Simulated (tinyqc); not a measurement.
Grain-boundary diffusion: Harrison regimes, Fisher and Le Claire analysis, Hart average: one step, computed by the program tinyqc. Command: `OMP_NUM_THREADS=1 python tinyqc.py 3030317 3030318 out.jsonl gbdiff walk`. One thread of a shared host (Intel(R) Xeon(R) Processor @ 2.30GHz), about 0.01 s of CPU time with the checks.

A boundary is a slab of width delta with diffusivity D_b, normal to a surface held at constant concentration; it leaks into grains of diffusivity D.

Question. Penetration along an isolated boundary. Fisher: the mean concentration falls as exp(-y/y_F), y_F = sqrt(P) (pi t/(4 D))^(1/4), with the boundary equation P d2c/dy2 = 2 c sqrt(D/(pi t)). Le Claire (from the Whipple solution): ln c falls as -(y/y_L)^(6/5) with P = 1.322 sqrt(D/t) y_L^2.

Inputs (values chosen for the exercise, for a model polycrystal): temperature T = 416 K; time t = 14000 s.

triple product P = 7.723576e-23 m^3/s

D = 3.527027e-22 m^2/s

Give: Fisher depth y_F; Le Claire depth y_L.

Answer.

Fisher depth y_F = 20.766 um

Le Claire depth y_L = 19.186 um

Caution: the Fisher and Le Claire forms need regime B with beta above 10.
